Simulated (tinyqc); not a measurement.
Free and trapped electrons in a MOS channel with a dense trap tail: two steps of the calculation.

p-type body, charge-sheet picture, full ionisation (an idealisation for deep acceptors), Boltzmann statistics for free electrons. e = Ec - EF at the surface. Acceptor-like traps of density D(E) = D0 + De exp(-E/Ew) at depth E below Ec, from 0 to Eu, hold n_t = integral of D(E)/(1 + exp((e - E)/Vt)). psi = Eg - Vt ln(Nv/Na) - e; N_dep = sqrt(2 eps0 eps_r Na (psi - Vt)/q); n_f = sqrt(N_dep^2 + 2 eps0 eps_r Vt Nc exp(-e/Vt)/q) - N_dep; Vg = Vfb + psi + q (N_dep + n_t + n_f)/Cox, Cox = eps0 eox/tox.

Inputs (values chosen for the exercise); band and dielectric values close to those of 4H silicon carbide: temperature T = 250 K; band gap Eg = 3.22 eV; relative permittivity eps_r = 9.68; conduction-band density of states at T Nc = 1.27e19 cm^-3; valence-band density of states at T Nv = 1.91e19 cm^-3; relative permittivity of the insulator eox = 3.9; insulator thickness tox = 28 nm; acceptor density Na = 1.7e16 cm^-3; flat-band voltage without trapped charge Vfb = -2.8 V; constant background density of acceptor-like traps D0 = 1.2e10 cm^-2 eV^-1; density of the tail at the conduction edge De = 1.7e13 cm^-2 eV^-1; decay energy of the tail Ew = 0.13 eV; depth below Ec down to which the traps reach Eu = 0.59 eV; mobility of free electrons mf = 78 cm^2/(V s); Ec - EF at the surface e = 0.096 eV.

Constants: q = 1.602176634e-19 C, kB = 1.380649e-23 J/K, Vt = kB T/q, eps0 = 8.8541878128e-14 F/cm where lengths are in cm. Results are converted to the units shown.

Problem 1. Trapped charge. Trapezoid rule on 12 equal steps from 0 to Eu, f = 1/(1 + exp((e - E)/Vt)).

Find: E; D(E) f; n_t.

Solution 1.

| point | E (eV) | D(E) f (cm^-2 eV^-1) |
|---|---|---|
| 0 | 0 | 1.952e11 |
| 1 | 0.04917 | 1.191e12 |
| 2 | 0.09833 | 4.212e12 |
| 3 | 0.1475 | 5.019e12 |
| 4 | 0.1967 | 3.722e12 |
| 5 | 0.2458 | 2.575e12 |
| 6 | 0.2950 | 1.769e12 |
| 7 | 0.3442 | 1.216e12 |
| 8 | 0.3933 | 8.370e11 |
| 9 | 0.4425 | 5.772e11 |
| 10 | 0.4917 | 3.992e11 |
| 11 | 0.5408 | 2.773e11 |
| 12 | 0.5900 | 1.937e11 |

n_t = 1.081e12 cm^-2

Problem 2. Charges and gate voltage. psi, N_dep, n_f and Vg as defined, with the n_t given; free share n_f/(n_f + n_t); apparent mobility mf n_f/(n_f + n_t); gate voltage spent on traps q n_t/Cox.

n_t = 1.0811122e12 cm^-2

Wanted: psi; N_dep; n_f; Vg; free share; apparent mobility; gate voltage spent on traps.

Solution 2.

psi = 2.9727 V
N_dep = 7.3264e11 cm^-2
n_f = 2.2832e10 cm^-2
Vg = 2.5587 V
free share = 2.0682 %
apparent mobility = 1.6132 cm^2/(V s)
gate voltage spent on traps = 1.4045 V

tinyqc, about 0.02 s, one thread, Intel Xeon 2.30GHz (shared host): `OMP_NUM_THREADS=1 python tinyqc.py 2222046 2222047 out.jsonl`
